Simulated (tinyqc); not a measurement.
From results back to parameters: buckled dimers of a reconstructed (001) surface, two dangling bonds a dimer. Three cases, with inputs chosen for the exercise.

Problem. With tp the pi coupling of the two dangling bonds, gm their shift per height and kf the force constant (elastic energy kf z^2), an isolated buckled dimer has gap 2 gm^2/kf, buckling z with (gm z)^2 + tp^2 = (gm^2/kf)^2, and charge gm z/(gm^2/kf) moved to the up atom. The values come from hidden parameters.

Case 1.

gap = 0.948387 eV
z = 0.178657 angstrom
charge moved = 0.791194 e

Case 2.

gap = 1.002783 eV
z = 0.236677 angstrom
charge moved = 0.877996 e

Case 3.

gap = 0.848720 eV
z = 0.176155 angstrom
charge moved = 0.855121 e

Find: tp; gm; kf.

Solution. With x half the gap and c the charge: tp = x sqrt(1 - c^2), gm = x c/z, kf = gm^2/x.

Case 1.

tp = 0.29 eV
gm = 2.10 eV/angstrom
kf = 9.3 eV/angstrom^2

Case 2.

tp = 0.24 eV
gm = 1.86 eV/angstrom
kf = 6.9 eV/angstrom^2

Case 3.

tp = 0.22 eV
gm = 2.06 eV/angstrom
kf = 10.0 eV/angstrom^2

Computed by tinyqc, one run a case: `OMP_NUM_THREADS=1 python tinyqc.py N N+1 out.jsonl` with N = 1482170, 1482224, 1482229; one thread of a shared Intel(R) Xeon(R) Processor @ 2.30GHz, about 0.05 s a run at most.
